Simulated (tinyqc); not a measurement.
Inside a calculation. Model: threshold switch as oscillator and as selector in a crossbar.

Computed by the program tinyqc: `OMP_NUM_THREADS=1 python tinyqc.py 2490066 2490067 out.jsonl`, one thread of a shared Intel Xeon 2.30GHz, about 0.01 s for the whole run. Printed values are rounded.

Off state: I = Ith sinh(V/V0)/sinh(Vth/V0) up to Vth. On state: V = Vh + I Ron down to the holding current Ih, at Vl = Vh + Ih Ron. Switching is instantaneous.

Inputs (values chosen for the exercise); values of the order of Ge-Sb-Te and related chalcogenides: threshold voltage Vth = 2.7 V; holding voltage Vh = 0.96 V; on-state resistance Ron = 2.9 kohm; current at threshold Ith = 0.28 uA; voltage scale of the off-state sinh V0 = 0.2 V; holding current Ih = 19 uA; capacitance across the switch C = 10 fF; rows and columns of the array N = 4096; supply voltage Vs = 3.4 V; load resistance RL = 250 kohm.

Range of the model: Delay times, drift of Vth and line resistance are left out.

## Relaxation oscillation

With a load RL from Vs and C across the switch, it oscillates if the load line misses both branches: (Vs - Vl)/Ih < RL < (Vs - Vth)/Ith. Charging without leakage takes RL C ln[(Vs - Vl)/(Vs - Vth)]; discharging takes (RL || Ron) C ln[(Vth - Ve)/(Vl - Ve)], Ve = (Vs Ron + Vh RL)/(Ron + RL).

Vl = 1.015100 V
smallest RL = 125.5211 kohm
largest RL = 2500 kohm
charging time = 3.064580 ns
Ve = 0.9879794 V
discharging time = 0.1188306 ns
frequency = 314.1285 MHz

With the off-state leakage included the charging takes 3.115 ns, 1.7 % above this value.

## Leakage in a crossbar

In an N x N array driven at Vs, the V/2 scheme puts Vs/2 on 2 (N - 1) cells; the V/3 scheme puts Vs/3 on all N^2 - 1 others, N - 1 of them on the selected row. Row leakage is (N - 1) I; wasted power is the number of cells times V I.

I at Vs/2 = 1.886625 nA
row leakage, V/2 = 7.725730 uA
wasted power, V/2 = 26.26748 uW
I at Vs/3 = 0.1109633 nA
row leakage, V/3 = 0.4543947 uA
wasted power, V/3 = 2109.876 uW

The V/3 scheme cuts the row leakage by 17.0 and raises the wasted power by a factor of 80.3.
